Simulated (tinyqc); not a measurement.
Admittance spectroscopy and thermally stimulated current of one trap level in a depletion layer. Changing the capture cross section sigma. Computed by tinyqc, a small Python program. Command: `OMP_NUM_THREADS=1 python tinyqc.py 3113092 3113093 out.jsonl admit sweep`. One thread of a shared host (Intel(R) Xeon(R) Processor @ 2.30GHz), about 0.01 s of CPU time with the checks.

A Schottky junction on n-type material holds one donor-like electron trap; shallow donors are fully ionised and abrupt depletion edges are assumed.

Inputs (values chosen for the exercise, modelled on n-type GaAs): density-of-states mass m = 0.0682 m_0; shallow doping N = 2.6e+15 1/cm^3; trap depth E_t below the band = 0.548 eV; test frequency f = 50000 Hz; heating rate beta = 1.8 K/s.

Constants: k_B = 1.380649e-23 J/K; m_0 = 9.1093837015e-31 kg; h = 6.62607015e-34 J s; k_B = 8.617333262e-05 eV/K.

Method:
- N_c = 2 (2 pi m k_B T/h^2)^(3/2), v_th = sqrt(3 k_B T/m), emission rate e_n = sigma v_th N_c exp(-E_t/(k_B T)).
- Where the level crosses the Fermi level capture equals emission, so the trap follows the signal with the rate 2 e_n; G/omega peaks at omega = 2 e_n (the correction for large N_t/N is left out).
- Solve 2 e_n(T_p) = 2 pi f.
- Thermally stimulated current without retrapping: filled share n(T) = exp(-(1/beta) int e_n dT), current proportional to e_n n; the peak obeys beta (E_t/(k_B T^2) + 2/T) = e_n(T). The integral starts at 0.5 T_m and uses 4000 trapezoid steps to 1.2 T_m.
- Chen's first-order estimate from the full width W = T_2 - T_1 between the half-height points: E = 2.52 k_B T_m^2/W - 2 k_B T_m.

One run for each value:
```
capture cross section sigma (cm^2)  peak temperature T_p (K)  peak temperature T_m (K)  E_t/(k_B T_m)
1.00e-16                                              588.82                    275.79         23.058
1.00e-15                                              498.07                    253.99         25.038
1.00e-14                                              430.32                    235.20         27.038
1.00e-13                                              378.04                    218.85         29.058
1.00e-12                                              336.61                    204.52         31.093
```

What does the table show?

Over the rows, peak temperature T_p (K) falls from 589 to 337 (exponent d ln y / d ln x -0.073 between the first rows and -0.050 between the last); peak temperature T_m (K) falls from 276 to 205 (exponent d ln y / d ln x -0.036 between the first rows and -0.029 between the last); E_t/(k_B T_m) rises from 23.1 to 31.1 (exponent d ln y / d ln x 0.036 between the first rows and 0.029 between the last).  Left out: 1.00e-18 (the level does not cross the Fermi level inside the depletion layer). Left out: 1.00e-17 (the peak lies above 700 K).

Extremes, crossings and ranges named in words are read from the listed rows.
